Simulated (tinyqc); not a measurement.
## Permittivity of the insulator from five potentials

Inverse problem. A node lies on a semiconductor-insulator interface. Steps: hs = tb/3 down into the semiconductor, ho = tox/1 up into the insulator, hy = L/6 sideways. The flux balance of its box reads eox (hy/ho)(above - node) + eps_r (hy/hs)(below - node) + [(eps_r hs + eox ho)/(2 hy)](left + right - 2 node) - q Na (hs/2) hy/eps0 = 0. Find eox.

Values chosen for this exercise; semiconductor permittivity made up: relative permittivity of the semiconductor eps_r = 13; body thickness tb = 6 nm; insulator thickness tox = 2.1 nm; channel length L = 42 nm; acceptor density of the depleted body Na = 2.2e18 cm^-3.

Constants: q = 1.602176634e-19 C, eps0 = 8.8541878128e-14 F/cm where lengths are in cm. Results are converted to the units shown.

psi (V): node 0.16952452, above 0.11, below 0.19150256, left 0.58, right 0.090933118

Answer. The balance is linear in eox.

eox = 9.000

Computed by the program tinyqc: `OMP_NUM_THREADS=1 python tinyqc.py 2480089 2480090 out.jsonl`, one thread of a shared Intel Xeon 2.30GHz, about 0.09 s for the whole run.
